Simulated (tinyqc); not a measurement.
Inside a calculation. Model: energy and delay of logic against supply voltage.

tinyqc, about 0.01 s, one thread, Intel Xeon 2.30GHz (shared host): `OMP_NUM_THREADS=1 python tinyqc.py 2082199 2082200 out.jsonl` Printed values are rounded.

One expression serves below and above threshold: I(Vg) = Ik [ln(1 + exp((Vg - VT + dd V)/(al nf Vt)))]^al, with I_on = I(V) and I_off = I(0). Gate delay td = kd C V/I_on, clock period LD td. Per gate and cycle the switching energy is act C V^2 and the leakage energy I_off V LD td. No short-circuit current, no variation. Minima are sought above 0.09 V; below a few Vt gates no longer switch and the model has no meaning.

Inputs (values chosen for the exercise); values of the order met in logic technologies:
- T = 330 K (temperature)
- VT = 0.24 V (threshold voltage at zero drain bias)
- nf = 1.1 (slope factor)
- dd = 0.12 (barrier lowering per volt of supply)
- Ik = 2.8 uA (specific current of a gate)
- al = 1.37 (exponent of the current law)
- C = 3.5 fF (load capacitance of a gate)
- kd = 0.7 (delay factor)
- LD = 60 (logic depth)
- act = 0.1 (activity factor)
- V = 0.59 V (supply voltage)

Constants: q = 1.602176634e-19 C, kB = 1.380649e-23 J/K, Vt = kB T/q. Results are converted to the units shown.

## Currents, delay and energies

I_on, I_off, td, clock frequency 1/(LD td), both energies and their sum.

I_on = 64.0184 uA
I_off = 12.3693 nA
td = 22.5794 ps
clock frequency = 0.738135 GHz
switching energy = 121.835 aJ
leakage energy = 9.88694 aJ
energy = 131.722 aJ

I_on/I_off = 5180; leakage makes up 7.51 % of the energy.

## Starting value

V = 0.25 V.

V at the start = 0.25 V

## Iteration 1: new V

Minimum-energy supply: E(V) is the energy per gate and cycle; with h = 0.001 V, E' = (E(V + h) - E(V - h))/(2 h), E'' = (E(V - h) - 2 E(V) + E(V + h))/h^2, V(new) = V - E'/E''.

E' = 106.661 aJ/V
E'' = 2240.78 aJ/V^2
V after iteration 1 = 0.202400 V

## Iteration 2: new V

As before.

E' = -48.8056 aJ/V
E'' = 4567.52 aJ/V^2
V after iteration 2 = 0.213086 V

## Iteration 3: new V

As before.

E' = -3.62237 aJ/V
E'' = 3901.72 aJ/V^2
V after iteration 3 = 0.214014 V

## Course of the iteration

Stop when the step is below 1e-9 V, or after 40 iterations.

Course of the iteration:
```
iteration  V before the step (V)  step (V)
1                           0.25   -0.0476
2                       0.202400    0.0107
3                       0.213086   9.28e-4
4                       0.214014   6.54e-6
5                       0.214020  2.20e-10
```

Converged in 5 iterations. There leakage makes up 42.4 % of the energy and the clock runs at 53.5 MHz.
